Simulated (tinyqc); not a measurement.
Resistance of a tapered via with liner, size effect and interface: via resistance against the diameter at the bottom.

A round via whose diameter grows from db at the bottom as D(z) = db + 2 z/tan(ang). The fill, of diameter D - 2 tl, starts above the bottom liner (thickness fb tl) and has rho = rho0 (1 + ks lam/(D - 2 tl)); the sidewall liner conducts in parallel with it. The bottom liner and the interface are crossed over the full area pi db^2/4. Spreading in the lines above and below is left out.

Slices between z0 = fb tl and hv, evaluated at their midpoints: conductance per length pi/4 [(D - 2 tl)^2/rho + (D^2 - (D - 2 tl)^2)/rl], slice resistance = slice height over that. 2000 slices. R_fill = sum of the slices; R_bottom = rl fb tl/(pi db^2/4); R_interface = ri/(pi db^2/4); ballistic (Sharvin) limit 1/(Sb pi (db - 2 tl)^2/4); ideal cylinder rho0 hv/(pi db^2/4).

Values chosen for this exercise; fill metal close to copper:
- hv = 78 nm (height)
- ang = 87 degrees (sidewall angle)
- rho0 = 1.66 uohm cm (bulk resistivity of the fill)
- lam = 38.8 nm (mean free path of the fill)
- ks = 1.3 (size-effect factor)
- tl = 3 nm (liner on the sidewall)
- fb = 0.5 (liner at the bottom over that on the sidewall)
- rl = 330 uohm cm (resistivity of the liner)
- ri = 2.2e-12 ohm cm^2 (interface resistivity at the bottom)
- Sb = 1.1e15 S/m^2 (ballistic conductance per area, about 3/(4 rho0 lam))

Via resistance against the diameter at the bottom:

| db (nm) | R_fill (ohm) | R_bottom (ohm) | R_interface (ohm) | R (ohm) | ballistic limit (ohm) | R over ideal cylinder | largest part |
|---|---|---|---|---|---|---|---|
| 8.3 | 579.9 | 91.49 | 4.066 | 675.5 | 218.8 | 28.23 | fill |
| 11 | 167.9 | 52.09 | 2.315 | 222.3 | 46.30 | 16.32 | fill |
| 16 | 41.43 | 24.62 | 1.094 | 67.14 | 11.57 | 10.43 | fill |
| 22 | 14.72 | 13.02 | 0.5787 | 28.32 | 4.521 | 8.315 | fill |
| 30 | 5.842 | 7.003 | 0.3112 | 13.16 | 2.010 | 7.182 | bottom liner |
| 42 | 2.288 | 3.573 | 0.1588 | 6.019 | 0.8931 | 6.441 | bottom liner |
| 58 | 0.9780 | 1.874 | 0.08327 | 2.935 | 0.4281 | 5.989 | bottom liner |
| 80 | 0.4364 | 0.9848 | 0.04377 | 1.465 | 0.2114 | 5.687 | bottom liner |

What does the comparison show?

R falls from 675 to 1.46 ohm. The fill is the largest part at db = 8.3, the bottom liner from 30 on. R goes as db^(-3.95) between the first two rows and db^(-2.16) between the last two; area alone gives -2.

Program tinyqc, `OMP_NUM_THREADS=1 python tinyqc.py 2750027 2750028 out.jsonl`; Intel Xeon 2.30GHz, shared host, one thread, about 0.01 s.
